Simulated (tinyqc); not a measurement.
Gain factor and gap resistance from two string resistances.

Inverse problem. At small bit-line voltage each of the 64 cells has the resistance 1/(K x) at overdrive x (no mobility reduction) in series with a gap resistance Rg. Find K, Rg and the share of the gaps at the higher overdrive.

resistance of a string of 64 equal cells at overdrives of 3.6 and 7.6 V (kohm): 1268.3852  644.60351

Solution. The resistance per cell is a straight line in 1/x with slope 1/K and intercept Rg.

K = 15.00 uA/V^2
Rg = 1.300 kohm
share of the gaps = 12.91 %

Computed by the program tinyqc: `OMP_NUM_THREADS=1 python tinyqc.py 2142132 2142133 out.jsonl`, one thread of a shared Intel Xeon 2.30GHz, about 0.6 s for the whole run.
